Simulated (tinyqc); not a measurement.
Comparisons within one model: Wannier exciton and Elliott formula. A value that a table varies takes the place of the one given here.

Saha balance n^2/n_x = K = (mu kB T/(4 pi c))^(3/2) exp(-Ry*/kB T) with n + n_x = N, 1s excitons only, equal spin counts for excitons and free pairs; free share f = 2/(1 + sqrt(1 + 4N/K)); c = hbar^2/2m0, Ry* = Ry mu/eps^2, 1/mu = 1/me + 1/mh, 1/angstrom^3 = 1e24/cm^3.

Constants: hbar^2/2m0 = 3.80998211 eV angstrom^2; kB = 8.617333262e-05 eV/K; Ry = 13.60569312 eV.

Parameters, chosen for this exercise (near those of GaN; shifted at random, so the results belong to these values and not to a real crystal): xs = (0.073, 0.26, 0.72, 2.5, 4.5, 16, 50, 170) ((E - Eg)/Ry*); me = 0.199 m0 (electron mass); mh = 0.957 m0 (hole mass); eps = 9.2 (dielectric constant); N = 0.13 x 1e16/cm^3 (density of pairs).

## Coulomb enhancement above the gap

Ry* = 26.4821 meV

With x = (E - Eg)/Ry* and y = pi/sqrt(x): S3 = y exp(y)/sinh(y), and S2 = exp(y)/cosh(y). Free-pair absorption goes as sqrt(x) in three dimensions and is constant in two.

Factors:

| x | E - Eg (meV) | sqrt(x) | S3 | S3 sqrt(x) | S2 |
|---|---|---|---|---|---|
| 0.073 | 1.93 | 0.270 | 23.255 | 6.283 | 2.000 |
| 0.26 | 6.89 | 0.510 | 12.322 | 6.283 | 2.000 |
| 0.72 | 19.07 | 0.849 | 7.409 | 6.287 | 1.999 |
| 2.5 | 66.21 | 1.581 | 4.050 | 6.404 | 1.963 |
| 4.5 | 119.17 | 2.121 | 3.123 | 6.626 | 1.902 |
| 16 | 423.71 | 4.000 | 1.983 | 7.932 | 1.656 |
| 50 | 1324.10 | 7.071 | 1.509 | 10.672 | 1.417 |
| 1.7e+02 | 4501.95 | 13.038 | 1.260 | 16.431 | 1.236 |

What can be read from the table?

In three dimensions the product tends to 2 pi = 6.283 at the edge (6.283 in the first row), so the square-root onset becomes a step. Even 4502 meV above the gap the enhancement is 1.26; it decays only as 1 + pi/sqrt(x) = 1.24. In two dimensions it never exceeds 2 and has fallen to 1.24. The last rows lie beyond the range of parabolic bands.

## Temperature

The balance at fixed N.

Ionisation:

| T (K) | kB T/Ry* | K (1e16/cm^3) | free share |
|---|---|---|---|
| 10 | 0.033 | 2.30e-14 | 4.21e-07 |
| 20 | 0.065 | 3.06e-07 | 0.00153 |
| 40 | 0.130 | 0.00188 | 0.113 |
| 77 | 0.251 | 0.202 | 0.692 |
| 150 | 0.488 | 3.82 | 0.968 |
| 300 | 0.976 | 30.1 | 0.996 |

What can be read from the table?

Half the pairs are free between 40 and 77 K, where K passes N/2; kB T = Ry* falls at 307 K. The free share goes from 4.21e-07 to 0.996. A lower density ionises at a lower temperature, since free pairs gain entropy.

Run: tinyqc, `OMP_NUM_THREADS=1 python tinyqc.py 1252653 1252654 out.jsonl`; Intel(R) Xeon(R) Processor @ 2.30GHz, one thread, shared host; about 0.01 s of CPU time with all checks.
